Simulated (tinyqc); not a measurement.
Surface potential of a MOS transistor: implicit equation and explicit approximations: one step of the calculation.

p-type body, charge-sheet picture, depletion and inversion only, full ionisation (an idealisation for deep acceptors), Boltzmann statistics (rough once Na exp(x - xn) passes about Nc/7). In units of Vt: xg = (Vg - Vfb)/Vt, x = psi/Vt, G = gamma/sqrt(Vt), xn = (2 phiF + Vc)/Vt. The implicit equation is (xg - x)^2 = G^2 [x - 1 + exp(x - xn)] for x above about 3. Cox = eps0 eox/tox.

Task. Scales. ni = sqrt(Nc Nv) exp(-Eg/(2 Vt)), Eg in volts; phiF = Vt ln(Na/ni); gamma = sqrt(2 q eps0 eps_r Na)/Cox; VT = Vfb + Vt (xn + G sqrt(xn - 1)).

Parameters, values chosen for the exercise; band and dielectric values close to those of silicon: temperature T = 400 K; band gap Eg = 1.1 eV; relative permittivity eps_r = 11.9; conduction-band density of states at T Nc = 4.26e19 cm^-3; valence-band density of states at T Nv = 4.08e19 cm^-3; relative permittivity of the gate insulator (close to zirconium oxide) eox = 25.1; insulator thickness tox = 57 nm; acceptor density Na = 1.6e18 cm^-3; flat-band voltage Vfb = -0.55 V; channel-body voltage Vc = 1 V; gate-body voltage Vg = 4.58 V.

Constants: q = 1.602176634e-19 C, kB = 1.380649e-23 J/K, Vt = kB T/q, eps0 = 8.8541878128e-14 F/cm where lengths are in cm. Results are converted to the units shown.

Find: phiF; gamma; G; xn; VT; xg.

Result.

phiF = 0.43762 V
gamma = 1.8851 V^0.5
G = 10.153
xn = 54.403
VT = 3.8828 V
xg = 148.83

Range of the model: The electron quasi-Fermi level lies less than 2 Vt below the band edge at the surface, or above it, where degeneracy and confinement, left out, matter.

tinyqc, about 0.01 s, one thread, Intel Xeon 2.30GHz (shared host): `OMP_NUM_THREADS=1 python tinyqc.py 2122002 2122003 out.jsonl`
